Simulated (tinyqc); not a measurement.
From effective lifetime at dn back to surface velocity S: carrier lifetime from Shockley-Read-Hall, radiative, Auger and surface recombination. Computed by tinyqc, a small Python program. Command: `OMP_NUM_THREADS=1 python tinyqc.py 3011187 3011188 out.jsonl lifetime inv`. One thread of a shared host (Intel(R) Xeon(R) Processor @ 2.30GHz), about 0.02 s of CPU time with the checks.

Energies are counted from the top of the valence band. Boltzmann statistics, full ionisation, and equal excess densities of electrons and holes.

Inputs (values chosen for the exercise, for a model semiconductor): gap E_g = 2.51 eV; electron mass m_e = 0.135 m_0; valleys M_c = 1; hole mass m_h = 0.607 m_0; temperature T = 400 K; doping N = 8.8e+14 cm^-3; trap level E_t = 1.48 eV; trap density N_t = 1.5e+12 cm^-3; electron cross-section sigma_n = 2.7e-17 cm^2; hole cross-section sigma_p = 2.7e-14 cm^2; radiative coefficient B = 1.7e-10 cm^3/s; Auger coefficient C_n = 1.9e-31 cm^6/s; Auger coefficient C_p = 4e-30 cm^6/s; excess density dn = 2.3e+16 cm^-3; diffusion coefficient D = 7 cm^2/s; thickness W = 19 micrometre.

Doping: n-type. Surface term: two equal surfaces.

Constants: m_0 = 9.1093837015e-31 kg; k_B = 1.380649e-23 J/K; h = 6.62607015e-34 J s; k_B = 8.617333262e-05 eV/K.

Method:
- N_c = 2 M_c (2 pi m_e k_B T/h^2)^(3/2) and N_v = 2 (2 pi m_h k_B T/h^2)^(3/2), masses in units of m_0.
- n_i = sqrt(N_c N_v) exp(-E_g/2 k_B T); majority density N/2 + sqrt(N^2/4 + n_i^2), minority density n_i^2 over it.
- v = sqrt(3 k_B T/m) with m_e or m_h; tau_n0 = 1/(sigma_n v_n N_t), tau_p0 = 1/(sigma_p v_p N_t); n1 = N_c exp(-(E_g - E_t)/k_B T), p1 = N_v exp(-E_t/k_B T).
- The slowest diffusion mode has x tan x = S W/(2 D) with 0 < x < pi/2 (bisection), and tau_s = W^2/(4 x^2 D). The common approximation is W/(2 S) + W^2/(pi^2 D).
- With n = n_0 + dn, p = p_0 + dn and U/dn = 1/tau: (n p - n_i^2)/dn = n_0 + p_0 + dn = s; 1/tau_SRH = s/[tau_p0 (n + n1) + tau_n0 (p + p1)]; 1/tau_rad = B s; 1/tau_Aug = (C_n n + C_p p) s; the rates add, with 1/tau_s.
- Radiative efficiency = tau_eff/tau_rad; effective diffusion length = sqrt(D tau_eff).

Task: A run gave the result below. Find the surface velocity S, known to lie between 83000 and 130000 cm/s.

effective lifetime at dn = 4.854816e-08 s

Result:

Each step takes the trial c = (a f_b - b f_a)/(f_b - f_a), f being the result less the target and a, b, c the logarithms of the listed values; c replaces end b, the old b replaces a if the sign of f changed, and otherwise f_a is halved.

Scan of the range:
```
surface velocity S (cm/s)  effective lifetime at dn (s)
83000                                       4.94516e-08
89400                                       4.89969e-08
96400                                       4.85685e-08
104000                                      4.81685e-08
112000                                      4.78059e-08
121000                                      4.74553e-08
130000                                      4.71532e-08
```

False position (Illinois rule, in the logarithm of the input) inside the bracket:
```
step    end a   end b    trial  effective lifetime at dn (s)
1     96400.0  104000  96773.1                   4.85474e-08
2     96400.0   96773  96747.9                   4.85488e-08
3     96773.1   96748  96760.0                   4.85482e-08
```

Effective lifetime at dn falls at every point of a 13-point scan of the range (every second point is shown), so one value fits; it is bracketed by 96400 and 104000. Answer: surface velocity S = 96760 cm/s.

Caution: beyond low injection D should be the ambipolar coefficient.
